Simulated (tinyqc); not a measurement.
LDA (VWN5) atom on a uniform radial grid, spin-unpolarised, for He, step by step. Computed by tinyqc, a small Python program that keeps every step. Settings: Z = 2, points = 192, R = 9.0, functional = lda,vwn, mixing = 1.0, iteration cap = 74. Command: `OMP_NUM_THREADS=1 python tinyqc.py 21187 21188 out.jsonl` (the two numbers bound the seeds that draw the settings). One thread of a shared host (Intel(R) Xeon(R) Processor @ 2.60GHz), about 0.1 s of CPU time with the checks. Later iterations appear only in the table of the cycle.

## Iteration 1

Spherical atom on a uniform radial grid r_j = j h with h = R/(N + 1), h sum u^2 = 1 and integrals as h times sums, u(0) = u(R) = 0 (atomic units):

| parameter | value |
|---|---|
| Z | 2 |
| points N | 192 |
| R | 9.000000 |
| h | 0.046632 |
| mixing | 1.000000 |
| electrons in 1s | 2 |

Three-point differences turn -u''/2 + [l(l+1)/2r^2 - Z/r + V] u = e u into a tridiagonal matrix (diagonal 1/h^2 + potential, off-diagonal -1/2h^2). D = sum f u^2; the Hartree potential y/r solves y'' = -D/r with y(0) = 0, y(R) = N_e; v_xc comes from rho = D/(4 pi r^2); E = sum f e - int D V + int D (V_H/2 + eps_xc); V(new) = V + mixing (V_H + v_xc - V).

eigenvalues (hartree): 1s -1.995670

Every 12th grid point:

| r | V in | u(1s) | D | V_H | v_xc |
|---|---|---|---|---|---|
| 0.559585 | 0.000000 | 1.033126 | 2.134698 | 2.765646 | -0.877814 |
| 1.119171 | 0.000000 | 0.675827 | 0.913483 | 1.721003 | -0.437850 |
| 1.678756 | 0.000000 | 0.331573 | 0.219881 | 1.185023 | -0.221687 |
| 2.238342 | 0.000000 | 0.144600 | 0.041819 | 0.892880 | -0.113451 |
| 2.797927 | 0.000000 | 0.059120 | 0.006990 | 0.714749 | -0.058213 |
| 3.357513 | 0.000000 | 0.023204 | 0.001077 | 0.595672 | -0.029687 |
| 3.917098 | 0.000000 | 0.008854 | 0.000157 | 0.510581 | -0.014959 |
| 4.476684 | 0.000000 | 0.003310 | 0.000022 | 0.446759 | -0.007436 |
| 5.036269 | 0.000000 | 0.001218 | 2.97e-06 | 0.397119 | -0.003651 |
| 5.595855 | 0.000000 | 0.000443 | 3.92e-07 | 0.357407 | -0.001775 |
| 6.155440 | 0.000000 | 0.000159 | 5.07e-08 | 0.324916 | -0.000857 |
| 6.715026 | 0.000000 | 0.000057 | 6.45e-09 | 0.297840 | -0.000411 |
| 7.274611 | 0.000000 | 0.000020 | 8.08e-10 | 0.274929 | -0.000197 |
| 7.834197 | 0.000000 | 0.000007 | 9.81e-11 | 0.255291 | -0.000093 |
| 8.393782 | 0.000000 | 2.23e-06 | 0 | 0.238272 | -0.000042 |
| 8.953368 | 0.000000 | 1.40e-07 | 0 | 0.223380 | 0.000000 |

total energy = -2.68635788 hartree

## Iteration 2

As before.

eigenvalues (hartree): 1s -0.377621

Every 12th grid point:

| r | V in | u(1s) | D | V_H | v_xc |
|---|---|---|---|---|---|
| 0.559585 | 1.887832 | 0.855076 | 1.462308 | 2.275310 | -0.779470 |
| 1.119171 | 1.283153 | 0.731882 | 1.071303 | 1.573845 | -0.459875 |
| 1.678756 | 0.963336 | 0.513930 | 0.528249 | 1.145305 | -0.289035 |
| 2.238342 | 0.779429 | 0.336850 | 0.226936 | 0.882283 | -0.188211 |
| 2.797927 | 0.656536 | 0.213873 | 0.091483 | 0.711863 | -0.125442 |
| 3.357513 | 0.565985 | 0.133653 | 0.035726 | 0.594862 | -0.084987 |
| 3.917098 | 0.495622 | 0.082847 | 0.013727 | 0.510348 | -0.058247 |
| 4.476684 | 0.439324 | 0.051137 | 0.005230 | 0.446690 | -0.040235 |
| 5.036269 | 0.393469 | 0.031487 | 0.001983 | 0.397099 | -0.027933 |
| 5.595855 | 0.355633 | 0.019348 | 0.000749 | 0.357401 | -0.019444 |
| 6.155440 | 0.324059 | 0.011850 | 0.000281 | 0.324914 | -0.013541 |
| 6.715026 | 0.297428 | 0.007202 | 0.000104 | 0.297839 | -0.009397 |
| 7.274611 | 0.274732 | 0.004289 | 0.000037 | 0.274929 | -0.006444 |
| 7.834197 | 0.255198 | 0.002410 | 0.000012 | 0.255291 | -0.004259 |
| 8.393782 | 0.238230 | 0.001112 | 2.47e-06 | 0.238272 | -0.002478 |
| 8.953368 | 0.223380 | 0.000082 | 1.34e-08 | 0.223380 | -0.000432 |

total energy = -2.80167726 hartree

## Convergence

Stop when input and output potentials agree to 1e-7.

Course of the cycle (hartree):

| iteration | E | e(1s) | largest \|V(out) - V(in)\| |
|---|---|---|---|
| 1 | -2.68635788 | -1.995670 | 2.35e+00 |
| 2 | -2.80167726 | -0.377621 | 7.14e-01 |
| 3 | -2.82273118 | -0.665093 | 3.08e-01 |
| 4 | -2.82652963 | -0.529989 | 1.32e-01 |
| 5 | -2.82724872 | -0.585482 | 5.74e-02 |
| 6 | -2.82738275 | -0.560971 | 2.48e-02 |
| 7 | -2.82740792 | -0.571485 | 1.07e-02 |
| 8 | -2.82741263 | -0.566915 | 4.65e-03 |
| 9 | -2.82741352 | -0.568890 | 2.01e-03 |
| 10 | -2.82741368 | -0.568035 | 8.72e-04 |
| 11 | -2.82741371 | -0.568405 | 3.78e-04 |
| 12 | -2.82741372 | -0.568245 | 1.63e-04 |
| 13 | -2.82741372 | -0.568314 | 7.08e-05 |
| 14 | -2.82741372 | -0.568284 | 3.06e-05 |
| 15 | -2.82741372 | -0.568297 | 1.33e-05 |
| 16 | -2.82741372 | -0.568291 | 5.74e-06 |
| 17 | -2.82741372 | -0.568294 | 2.49e-06 |
| 18 | -2.82741372 | -0.568293 | 1.08e-06 |
| 19 | -2.82741372 | -0.568293 | 4.66e-07 |
| 20 | -2.82741372 | -0.568293 | 2.02e-07 |
| 21 | -2.82741372 | -0.568293 | 8.73e-08 |

Converged in 21 iterations. A uniform grid resolves the cusp poorly: for a bare nucleus this grid gives 1s at -1.99567 against -Z^2/2 = -2 hartree. Before convergence this energy mixes input and output and is not variational, so it may rise towards its limit.
